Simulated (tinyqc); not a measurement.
Inside a calculation: Franz-Keldysh effect at a direct gap. Values are carried at full precision from step to step, so a last printed digit may differ when a step is redone from the rounded ones.

Parabolic bands, vertical transitions, no excitons. For each hole band j: mr = me mj/(me + mj); joint density of states J_j(E) = (mr/c)^(3/2) sqrt(E - Eg)/(2 pi^2), both spins, c = hbar^2/2m0; averaged matrix element |e.p|^2 = m0 Ep/6; alpha_j(E) = 4 pi^2 alpha_f c Ep J_j/(3 nr E) in 1/angstrom (alpha_f the fine-structure constant, listed as alpha among the constants), times 1e8 for 1/cm.

In a field Fd (1 kV/cm = 1e-5 V/angstrom) the electro-optic energy of band j is th = (c (e Fd)^2/mr)^(1/3), and sqrt(E - Eg) in J_j is replaced by pi sqrt(th) [Ai'(b)^2 - b Ai(b)^2] with b = (Eg - E)/th; Ai is the Airy function.

Constants: hbar^2/2m0 = 3.80998211 eV angstrom^2; fine-structure constant alpha = 0.007297352564.

Inputs chosen for the exercise (near those of GaAs; the results hold for these values, not for the real material):

| symbol | value | unit | meaning |
|---|---|---|---|
| Eg | 1.387 | eV | direct gap |
| me | 0.0644 | m0 | electron mass |
| mhh | 0.522 | m0 | heavy-hole mass |
| mlh | 0.0795 | m0 | light-hole mass |
| Ep | 26.5 | eV | Kane energy |
| nr | 3.63 |  | refractive index |
| Fd | 240 | kV/cm | uniform field |
| E | 1.427 | eV | photon energy |
| L | 300 | micrometre | length of a waveguide |

## Electro-optic energy and length

For each hole band give mr, th and the length th/(e Fd).

Scales:

| hole | mr (m0) | th (meV) | length (angstrom) |
|---|---|---|---|
| heavy | 0.05733 | 72.610 | 30.3 |
| light | 0.03558 | 85.124 | 35.5 |

The light-hole pair has th larger by a factor 1.172, the cube root of the ratio of reduced masses.

## Airy factors at E

Ai is the Airy function, th the electro-optic energy of each hole band from the table (its other columns are not needed here), b = (Eg - E)/th with th in eV; the factor takes the place of sqrt(E - Eg) in the joint density of states.

Form b, Ai(b), Ai'(b) and the factor pi sqrt(th) [Ai'^2 - b Ai^2] for each band, beside sqrt(E - Eg) (zero below the gap).

Factors:

| hole | b | Ai(b) | Ai'(b) | factor (eV^(1/2)) | without field |
|---|---|---|---|---|---|
| heavy | -0.5509 | 0.4858 | -0.1912 | 0.1410 | 0.2000 |
| light | -0.4699 | 0.4695 | -0.2110 | 0.1357 | 0.2000 |

## Absorption with and without the field

Put the factors in place of sqrt(E - Eg) in alpha_j and add the bands; a waveguide of length L changes its transmission by 4.343 (alpha(F) - alpha(0)) L dB.

alpha_j in the field (1/cm): heavy 2.47e+03, light 1.16e+03

alpha(F) = 3.63e+03 1/cm
alpha(0) = 5212 1/cm
change of loss = -206 dB

Without the field the loss over L is 679 dB, so this energy is of no use for a modulator. Above the gap the field lowers the absorption at this energy; the sign alternates with energy (Franz-Keldysh oscillations). Excitons, which add a sharp peak at low field, are left out.

## Checks

- Airy factor at b = -40 against the zero-field limit sqrt(-b): 6.33 against 6.32.

tinyqc: `OMP_NUM_THREADS=1 python tinyqc.py 1682112 1682113 out.jsonl`; about 0.01 s, one thread, shared Intel(R) Xeon(R) Processor @ 2.30GHz.
